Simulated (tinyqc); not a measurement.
MOS inversion layer, Poisson-Schroedinger loop: two steps of the calculation.

Electrons confined at an insulator interface at z = 0, treated as a hard wall; parabolic valleys, Hartree approximation, no image or exchange terms. The depletion charge lies far deeper than the electrons and gives a uniform field q Nd/(eps0 eps_r); the gate balances all charge. Energies are counted from the band edge at the interface.

Values chosen for this exercise; masses and permittivity close to those of silicon (100): temperature T = 77 K; mass along z of valley set A (2 valley(s)) mz1 = 0.932 m0; in-plane density-of-states mass of set A md1 = 0.191 m0; mass along z of valley set B (4 valley(s)) mz2 = 0.193 m0; in-plane density-of-states mass of set B md2 = 0.414 m0; sheet density of electrons Ns = 3.4e11 cm^-2; extra shift of set B (strain) dE = 0 eV; mesh step hz = 1.1 nm.

Constants: q = 1.602176634e-19 C, kB = 1.380649e-23 J/K, hbar = 1.054571817e-34 J s, m0 = 9.1093837015e-31 kg, Vt = kB T/q, hbar^2/(2 m0) = 0.0380998212 eV nm^2. Results are converted to the units shown.

Problem 1. Levels and probability densities. Tridiagonal Hamiltonian with psi = 0 one step beyond both ends: H_ii = C (1/m_(i-1/2) + 1/m_(i+1/2))/hz^2 + V0_i + U_i (+ dE for the set B), H_(i,i+1) = -C/(m_(i+1/2) hz^2), C = hbar^2/(2 m0). The lowest 2 level(s) of each valley set are kept, normalised to hz sum |psi|^2 = 1. The mass is the same on all intervals.

```
node	fixed potential V0 (eV)	self-consistent potential U at the start (eV)
1	0.01304097	0
2	0.02608194	0
3	0.03912292	0
4	0.05216389	0
5	0.06520486	0
6	0.07824583	0
7	0.09128680	0
8	0.10432777	0
9	0.11736875	0
10	0.13040972	0
11	0.14345069	0
12	0.15649166	0
13	0.16953263	0
14	0.18257360	0
15	0.19561458	0
16	0.20865555	0
```

Give: levels; |psi|^2 of A1; |psi|^2 of A2; |psi|^2 of B1; |psi|^2 of B2.

Solution 1.

levels (eV): A1 0.04102, A2 0.07036, B1 0.07027, B2 0.12215

```
node	|psi|^2 of A1 (1/nm)	|psi|^2 of A2 (1/nm)	|psi|^2 of B1 (1/nm)	|psi|^2 of B2 (1/nm)
1	0.27703	0.21857	0.06737	0.06337
2	0.38047	0.02013	0.18325	0.11231
3	0.18890	0.13667	0.23102	0.04892
4	0.05201	0.29103	0.19488	0.00003
5	0.00936	0.17534	0.12480	0.05270
6	0.00120	0.05482	0.06457	0.13962
7	0.00012	0.01086	0.02802	0.17405
8	0.00001	0.00151	0.01045	0.14577
9	0.00000	0.00016	0.00341	0.09284
10	0.00000	0.00001	0.00099	0.04782
11	0.00000	0.00000	0.00026	0.02065
12	0.00000	0.00000	0.00006	0.00766
13	0.00000	0.00000	0.00001	0.00247
14	0.00000	0.00000	0.00000	0.00070
15	0.00000	0.00000	0.00000	0.00017
16	0.00000	0.00000	0.00000	0.00003
```

Problem 2. Converged levels, occupations and centroid. Level k holds N_k = D_k Vt ln(1 + exp((EF - E_k)/Vt)) with D = 2 md1 m0 q/(pi hbar^2) for the set A, D = 4 md2 m0 q/(pi hbar^2) for the set B per eV (spin included); EF is fixed by sum N_k = Ns.

Solve for the levels with V0 + U, find EF, n_i = sum_k N_k |psi_k|^2 (in cm^-3); share of each level N_k/Ns; centroid sum n z/sum n.

```
node	z (nm)	fixed potential V0 (eV)	converged U (eV)
1	1.1	0.01304097	0.005834119
2	2.2	0.02608194	0.009686698
3	3.3	0.03912292	0.011202736
4	4.4	0.05216389	0.011647629
5	5.5	0.06520486	0.011771400
6	6.6	0.07824583	0.011809327
7	7.7	0.09128680	0.011821861
8	8.8	0.10432777	0.011825945
9	9.9	0.11736875	0.011827184
10	11	0.13040972	0.011827527
11	12.1	0.14345069	0.011827613
12	13.2	0.15649166	0.011827633
13	14.3	0.16953263	0.011827638
14	15.4	0.18257360	0.011827638
15	16.5	0.19561458	0.011827638
16	17.6	0.20865555	0.011827638
```

Give: levels; EF; shares; n; centroid.

Solution 2.

levels (eV): A1 0.0499, A2 0.0805, B1 0.0810, B2 0.1332
EF = 0.04297 eV
shares (%): A1 94.54, A2 1.08, B1 4.38, B2 0.00
n, node 1 to 16 (in units of 1e18 cm^-3): 1.050  1.238  0.567  0.170  0.045  0.013  0.004  0.002  0.000  0.000  0.000  0.000  0.000  0.000  0.000  0.000
centroid = 2.230 nm

Numbers from tinyqc (`OMP_NUM_THREADS=1 python tinyqc.py 2160110 2160111 out.jsonl`; about 0.8 s on one thread of a shared Intel Xeon 2.30GHz).
